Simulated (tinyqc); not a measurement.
# From one set of inputs to another, one input at a time

Model: pressure-driven transition between two phases with analytic equations of state. Computed by tinyqc, a small Python program. Command: `OMP_NUM_THREADS=1 python tinyqc.py 3014504 3014505 out.jsonl transition ladder`. One thread of a shared host (Intel(R) Xeon(R) Processor @ 2.30GHz), about 0.02 s of CPU time with the checks.

Each phase obeys E = E0 + (B0 V/B') [(V0/V)^B'/(B' - 1) + 1] - B0 V0/(B' - 1), P = (B0/B') [(V0/V)^B' - 1]; E0 = 0 for phase 1 and Delta E0 for phase 2. H = E + P V.

The inputs printed are set A. Inputs not listed in the table keep their values of set A, so the rows need not describe a real material.

Inputs (values chosen for the exercise, for two model phases):
```
quantity                                   value             unit
volume V0 of phase 1                        11.6  angstrom^3/atom
B0 of phase 1                                172              GPa
B' of phase 1                               4.82                -
volume V0 of phase 2                        9.32  angstrom^3/atom
B0 of phase 2                                216              GPa
B' of phase 2                               3.47                -
energy of phase 2 above phase 1, Delta E0  0.062          eV/atom
entropy of phase 2 less phase 1, Delta S    0.47         k_B/atom
temperature T                                900                K
```

Equation of state: Murnaghan.

Constants: 1 eV/angstrom^3 = 160.2176634 GPa; k_B = 8.617333262e-05 eV/K.

Method. Start from P = Delta E0/(V0 of phase 1 - V0 of phase 2); at each P solve P(V) = P for both phases and step P(new) = P - (H_2 - H_1)/(V_2 - V_1); stop when |H_2 - H_1| < 1e-10 eV. At the zero-temperature transition the volume change is V_2/V_1 - 1 and the work is P (V_1 - V_2). At T the condition is H_2 - H_1 - T Delta S = 0, with Delta S constant and thermal expansion left out; the Clausius-Clapeyron slope is dP/dT = Delta S/(V_2 - V_1) at the zero-temperature point.

Each row keeps all changes above it:
```
input moved                                          from     to  transition pressure (GPa)  work P (V_1 - V_2) (eV/atom)  transition pressure at T (GPa)
set A                                                   -      -                     4.4542                      0.060722                          1.8122
entropy of phase 2 less phase 1, Delta S (k_B/atom)  0.47  -0.46                     4.4542                      0.060722                          7.1004
B' of phase 1                                        4.82   4.55                     4.4549                      0.060705                          7.1028
B0 of phase 1 (GPa)                                   172    130                     4.5476                      0.059520                          7.3352
B0 of phase 2 (GPa)                                   216    166                     4.4893                      0.060290                          7.1853
B' of phase 2                                        3.47   4.94                     4.4924                      0.060210                          7.1974
volume V0 of phase 1 (angstrom^3/atom)               11.6   20.1                     0.9253                      0.061744                          1.4612
temperature T (K)                                     900    600                     0.9253                      0.061744                          1.2823
```

Where does the difference come from?

Transition pressure goes from 4.45 to 0.925, a factor 0.208 in all. The largest single move comes from volume V0 of phase 1 (a factor 0.206). Work P (V_1 - V_2) goes from 0.0607 to 0.0617, a factor 1.017 in all. The largest single move comes from volume V0 of phase 1 (a factor 1.025), and B0 of phase 1 works against it (a factor 0.9805). Transition pressure at T goes from 1.81 to 1.28, a factor 0.708 in all. The largest single move comes from volume V0 of phase 1 (a factor 0.203), and entropy of phase 2 less phase 1, Delta S works against it (a factor 3.92). The single moves hold for this order of the switches; the total does not depend on the order.

Caution (all rows): a constant Delta S holds only at high temperature; it vanishes as T goes to 0, so the shift counted from T = 0 is somewhat too large.

Extremes, crossings and ranges named in words are read from the listed rows.
